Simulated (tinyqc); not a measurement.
Two-step dopant diffusion (predeposition and drive-in) with a constant diffusivity. Changing the drive-in time t2. Computed by tinyqc, a small Python program. Command: `OMP_NUM_THREADS=1 python tinyqc.py 3001078 3001079 out.jsonl dopdiff sweep`. One thread of a shared host (Intel(R) Xeon(R) Processor @ 2.30GHz), about 0.09 s of CPU time with the checks.

Fick diffusion into a half space x > 0 whose background doping C_B is of the opposite type, so that a junction lies where C = C_B.

Inputs (values chosen for the exercise, modelled on arsenic in silicon): prefactor D0 = 9.48 cm^2/s; activation energy E = 3.98 eV; surface concentration C_s = 2.1e+19 1/cm^3; background doping C_B = 1.5e+15 1/cm^3; predeposition temperature T1 = 950 C; predeposition time t1 = 20 min; drive-in temperature T2 = 1200 C; mean mobility in the layer mu = 91 cm^2/(V s).

Furnace ramps of the drive-in: none.

Constants: k_B = 8.617333262e-05 eV/K; e = 1.602176634e-19 C.

Method:
- D = D0 exp(-E/(k_B T)).
- Temperatures in kelvin are T(C) + 273.15.
- Times in seconds are 60 times the minutes.
- (Dt)2 = D2 t2, t2 in seconds.
- C = C_s erfc(x/(2 sqrt(D1 t1))); dose Q = 2 C_s sqrt(D1 t1/pi); the junction solves erfc(z) = C_B/C_s with x_j = 2 z sqrt(D1 t1).
- With a sealed surface and a thin source, C = Q/sqrt(pi (Dt)2) exp(-x^2/(4 (Dt)2)); x_j = 2 sqrt((Dt)2 ln(C(0)/C_B)); gradient at the junction |dC/dx| = C_B x_j/(2 (Dt)2).
- Net dose Q_net = Q erf(x_j/(2 sqrt((Dt)2))) - C_B x_j; R_s = 1/(e mu Q_net), with every dopant ionised and one mobility.
- Exact two-step profile: C = (2 C_s/pi) int_0^alpha exp(-beta (1 + u^2))/(1 + u^2) du with alpha = sqrt(D1 t1/(Dt)2), beta = x^2/(4 (D1 t1 + (Dt)2)).
- The integral takes 48 Gauss-Legendre points; solve C(x) = C_B.

One run for each value; columns: (1) drive-in time t2 (min); (2) junction depth x_j (um); (3) surface concentration C(0) (Gaussian) (1/cm^3); (4) sheet resistance R_s (Gaussian) (ohm/square); (5) exact junction depth (um):
```
(1)     (2)        (3)   (4)    (5)
10    0.586  7.676e+17  4321  0.587
19    0.787  5.569e+17  4330  0.787
38    1.080  3.938e+17  4343  1.080
73    1.452  2.841e+17  4360  1.452
140   1.948  2.051e+17  4383  1.948
270   2.613  1.477e+17  4415  2.613
530   3.524  1.054e+17  4459  3.524
1000  4.656  7.676e+16  4516  4.656
2000  6.288  5.428e+16  4601  6.288
```

Describe and explain the trends.

Over the rows, junction depth x_j (um) rises from 0.586 to 6.29 (exponent d ln y / d ln x 0.46 between the first rows and 0.43 between the last); surface concentration C(0) (Gaussian) (1/cm^3) falls from 7.68e17 to 5.43e16 (exponent d ln y / d ln x about -0.50 throughout); sheet resistance R_s (Gaussian) (ohm/square) rises from 4320 to 4600 (exponent d ln y / d ln x 0.0032 between the first rows and 0.027 between the last). At the low end the exponent of junction depth x_j is 0.46, close to 0.50: the diffusion length sets the depth. The exponent of surface concentration C(0) (Gaussian) stays at -0.50: a fixed dose spreads over a width sqrt(D t). x_j grows more slowly than sqrt(t2) because the logarithm ln(C(0)/C_B) shrinks, from 6.24 to 3.59.

Caution (all rows): C_s exceeds the intrinsic carrier density of silicon at the predeposition temperature (2e18 to 1e19 per cm^3), where real diffusivities rise with concentration and profiles turn box-like.
